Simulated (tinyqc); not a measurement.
Worked calculation: coupled-perturbed Hartree-Fock on RHF in the sto-3g basis, for H3+, spin multiplicity 1. One step of it, computed by the program tinyqc.

Task: Orthogonalisation. S = U s U^T; canonical form X = U s^(-1/2), so that X^T S X = 1. Each column of U has its largest component positive (the first on a tie).

overlap S:
```
          1H 1s     2H 1s     3H 1s
1H 1s  1.000000  0.571601  0.530726
2H 1s  0.571601  1.000000  0.530442
3H 1s  0.530726  0.530442  1.000000
```

Give: eigenvalues of S; X.

Result:

eigenvalues of S: 0.428  0.483  2.089

X:
```
            1       2      3
1H 1s   1.082  -0.574  0.403
2H 1s  -1.079  -0.581  0.403
3H 1s  -0.004   1.185  0.393
```
